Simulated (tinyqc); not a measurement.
Electroplating on a thin resistive seed layer: kinetics, Wagner number and the terminal effect across a wafer: one step, computed by the program tinyqc. Command: `OMP_NUM_THREADS=1 python tinyqc.py 3121270 3121271 out.jsonl terminal walk`. One thread of a shared host (Intel(R) Xeon(R) Processor @ 2.30GHz), about 0.02 s of CPU time with the checks.

Current enters the seed at the rim. The bath is treated as a local resistance per area (no lateral flow in the liquid), two electrons per ion, molar volume 7.11 cm^3/mol, Faraday constant F = e N_A, kinematic viscosity 0.01 cm^2/s, omega = 2 pi x rpm/60; k_B T/e is in volts.

Problem. Rate, limit and resistances. Growth rate = i V_m/(2 F). Levich limit i_L = 0.62 x 2 F D^(2/3) omega^(1/2) nu^(-1/6) c. Tafel overpotential eta = (k_B T/(alpha e)) ln(i/i_0); kinetic resistance k_B T/(alpha e i); bath resistance h/kappa + plate; R_s = resistivity/t; Wagner number = kinetic resistance x kappa/R.

Inputs (values chosen for the exercise, of the order of those for copper plating from an acid sulfate bath): wafer radius R = 15 cm; seed thickness t = 90 nm; seed resistivity = 12 microohm cm; bath conductivity kappa = 0.14 S/cm; gap to the anode h = 11 cm; extra resistance of a porous plate = 0 ohm cm^2; exchange current density i_0 = 1.7 mA/cm^2; cathodic transfer coefficient alpha = 0.49; mean current density = 9.6 mA/cm^2; diffusivity of the metal ion = 6.6e-06 cm^2/s; metal ion concentration = 0.36 mol/L; rotation rate = 200 rpm; temperature T = 298 K.

Constants: e = 1.602176634e-19 C; N_A = 6.02214076e+23 1/mol; k_B = 8.617333262e-05 eV/K.

Give: growth rate; limiting current i_L; overpotential; kinetic resistance; bath resistance R_b; sheet resistance R_s; Wagner number.

Solution.

growth rate = 212.2 nm/min

limiting current i_L = 149.4 mA/cm^2

overpotential = 90.72 mV

kinetic resistance = 5.459 ohm cm^2

bath resistance R_b = 78.57 ohm cm^2

sheet resistance R_s = 1.333 ohm/square

Wagner number = 0.05095
